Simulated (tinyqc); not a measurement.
## Dose and depth of a threshold implant

Question. A sheet of D acceptors per cm^2 lies at depth xi inside the depleted layer of a body doped Na. In the depletion approximation VT = Vfb + f2 + q D/Cox + gamma sqrt(f2 + Vsb - q D xi/(eps0 eps_r)), gamma = sqrt(2 eps0 eps_r q Na)/Cox, Cox = eps0 eox/tox. Find gamma, D and xi.

Inputs (values chosen for the exercise); band and dielectric values close to those of 4H silicon carbide: relative permittivity eps_r = 9.89; acceptor density deep in the body Na = 2.8e16 cm^-3; relative permittivity of the gate insulator (close to hafnium oxide) eox = 21.6; insulator thickness tox = 11 nm; flat-band voltage Vfb = -0.89 V; band bending 2 phiF at threshold f2 = 2.919 V.

Constants: q = 1.602176634e-19 C, eps0 = 8.8541878128e-14 F/cm where lengths are in cm. Results are converted to the units shown.

VT against the source at Vsb = 0 and 1.9 V (V): 2.1888622  2.2161278

Answer. With y^2 = f2 - q D xi/(eps0 eps_r) and d the difference of the thresholds over gamma, sqrt(y^2 + Vsb) - y = d gives y = (Vsb - d^2)/(2 d). The first threshold then gives D, and y^2 gives xi.

gamma = 0.05098 V^0.5
D = 9.000e11 cm^-2
xi = 39.00 nm

Numbers from tinyqc (`OMP_NUM_THREADS=1 python tinyqc.py 2080027 2080028 out.jsonl`; about 0.5 s on one thread of a shared Intel Xeon 2.30GHz).
